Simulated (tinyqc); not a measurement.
# ESD clamp with bipolar snapback, compact model and design window: effect of the drain ballast and contact resistance

The drain junction multiplies the current that enters it: Igen = (M - 1)(Ic + I0), M = 1/(1 - (Vj/BV)^n). The generated holes leave through the substrate resistance and the base of the parasitic npn: Igen = Vb/Rb + Ic/be, Ic = Is exp(Vb/Vt). Terminal current I = Ic + I0 + Igen and voltage V = Vj + I Ro, per width. Isothermal, constant gain.

For given Vb: Ic, Igen, M = 1 + Igen/(Ic + I0), Vj = BV (1 - 1/M)^(1/n), I and V. Vt1 is the maximum of V along the curve, Vh the following minimum, Vt2 the voltage at I = It2. It1 and Ih are the currents at Vt1 and Vh.

Values chosen for this exercise; values close to those of grounded-gate n-channel clamps:

| symbol | value | unit | meaning |
|---|---|---|---|
| T | 300 | K | temperature |
| BV | 6.6 | V | junction breakdown voltage |
| n | 4.3 |  | exponent of the multiplication |
| be | 9.4 |  | current gain of the parasitic npn |
| Is | 5.4e-18 | A/um | saturation current |
| I0 | 5.4e-11 | A/um | junction leakage |
| Rb | 11000 | ohm um | substrate resistance |
| It2 | 6.5 | mA/um | failure current for 100 ns |

Constants: q = 1.602176634e-19 C, kB = 1.380649e-23 J/K, Vt = kB T/q. Results are converted to the units shown.

Result of one run:
```
Vt1 (V),It1 (uA/um),Vh (V),Ih (uA/um),Vt2 (V),Vt2 - Vt1 (V)
6.602,48.02,4.187,3258,4.267,-2.336
```

Which drain ballast and contact resistance Ro gave this result: 30, 52, 92, 160 or 280 ohm um?

Ro = 52 ohm um.

The whole series:
```
Ro (ohm um),Vt1 (V),It1 (uA/um),Vh (V),Ih (uA/um),Vt2 (V),Vt2 - Vt1 (V)
30,6.601,46.66,4.104,4389,4.124,-2.478
52,6.602,48.02,4.187,3258,4.267,-2.336
92,6.604,49.43,4.297,2377,4.527,-2.078
160,6.608,50.81,4.434,1738,4.969,-1.639
280,6.614,52.21,4.609,1255,5.749,-0.8651
490,6.625,53.62,4.830,896.5,7.114,0.4887
860,6.645,55.08,5.105,630.7,9.519,2.874
1500,6.681,56.60,5.438,438.7,13.68,6.998
```

As Ro goes from 30 to 1500 ohm um, Vt1 rises from 6.60 to 6.68 V, It1 rises from 46.7 to 56.6 uA/um, Vh rises from 4.10 to 5.44 V and Vt2 rises from 4.12 to 13.7 V. Vt2 exceeds Vt1, the condition for all fingers to turn on, in 3 of the 8 rows. Ballast buys uniform turn-on with a higher clamping voltage.

Numbers from tinyqc (`OMP_NUM_THREADS=1 python tinyqc.py 2670128 2670129 out.jsonl`; about 0.02 s on one thread of a shared Intel Xeon 2.30GHz).
